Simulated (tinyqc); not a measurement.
# Free and trapped electrons in a MOS channel with a dense trap tail: effect of the acceptor density

p-type body, charge-sheet picture, full ionisation (an idealisation for deep acceptors), Boltzmann statistics for free electrons. e = Ec - EF at the surface. Acceptor-like traps of density D(E) = D0 + De exp(-E/Ew) at depth E below Ec, from 0 to Eu, hold n_t = integral of D(E)/(1 + exp((e - E)/Vt)). psi = Eg - Vt ln(Nv/Na) - e; N_dep = sqrt(2 eps0 eps_r Na (psi - Vt)/q); n_f = sqrt(N_dep^2 + 2 eps0 eps_r Vt Nc exp(-e/Vt)/q) - N_dep; Vg = Vfb + psi + q (N_dep + n_t + n_f)/Cox, Cox = eps0 eox/tox.

Vfb is held fixed. VT is the Vg for n_f = 1e11 cm^-2; swing ln 10 n_f/(dn_f/dVg) at n_f = 1e8 cm^-2; the last three columns are for Vg = VT + 3.2 V, with free share n_f/(n_f + n_t) and field-effect mobility mf q (dn_f/dVg)/Cox; there EF is near the band edge, where Boltzmann statistics are rough.

Parameters, values chosen for the exercise; band and dielectric values close to those of 4H silicon carbide:

| symbol | value | unit | meaning |
|---|---|---|---|
| T | 300 | K | temperature |
| Eg | 3.23 | eV | band gap |
| eps_r | 9.85 |  | relative permittivity |
| Nc | 1.68e19 | cm^-3 | conduction-band density of states at T |
| Nv | 2.46e19 | cm^-3 | valence-band density of states at T |
| eox | 3.9 |  | relative permittivity of the insulator |
| tox | 40 | nm | insulator thickness |
| Vfb | -2.2 | V | flat-band voltage without trapped charge |
| D0 | 4e10 | cm^-2 eV^-1 | constant background density of acceptor-like traps |
| De | 1.2e13 | cm^-2 eV^-1 | density of the tail at the conduction edge |
| Ew | 0.13 | eV | decay energy of the tail |
| Eu | 0.86 | eV | depth below Ec down to which the traps reach |
| mf | 100 | cm^2/(V s) | mobility of free electrons |

Constants: q = 1.602176634e-19 C, kB = 1.380649e-23 J/K, Vt = kB T/q, eps0 = 8.8541878128e-14 F/cm where lengths are in cm. Results are converted to the units shown.

Effect of the acceptor density:
```
Na (cm^-3)	e at VT (eV)	VT (V)	q n_t/Cox at VT (V)	swing (mV/decade)	n_f (cm^-2)	free share (%)	field-effect mobility (cm^2/(V s))
1e15	0.1203	2.429	1.270	203.2	1.175e12	47.89	78.86
2e15	0.1130	2.661	1.339	214.4	1.194e12	47.92	80.06
6e15	0.1005	3.171	1.465	235.0	1.226e12	47.86	82.31
1e16	0.09444	3.494	1.530	245.9	1.241e12	47.79	83.49
3e16	0.08097	4.465	1.682	273.8	1.274e12	47.60	86.21
8e16	0.06862	5.822	1.830	305.3	1.305e12	47.46	88.68
2e17	0.05691	7.771	1.976	343.2	1.337e12	47.42	90.78
5e17	0.04510	10.77	2.125	393.1	1.370e12	47.50	92.45
```

Read the table: what changes, and by how much?

As Na goes from 1e15 to 5e17, VT rises from 2.43 to 10.8 V, its part due to traps rises from 1.27 to 2.13 V, the swing rises from 203 to 393 mV/decade and the field-effect mobility rises from 78.9 to 92.4 cm^2/(V s). Most of the rise of VT is depletion charge; the trap part grows since the same n_f needs EF nearer the band edge at heavier doping. For Na = 5e17 e is under 2 Vt already at VT, so VT too is rough.

tinyqc, about 0.02 s, one thread, Intel Xeon 2.30GHz (shared host): `OMP_NUM_THREADS=1 python tinyqc.py 2222086 2222087 out.jsonl`
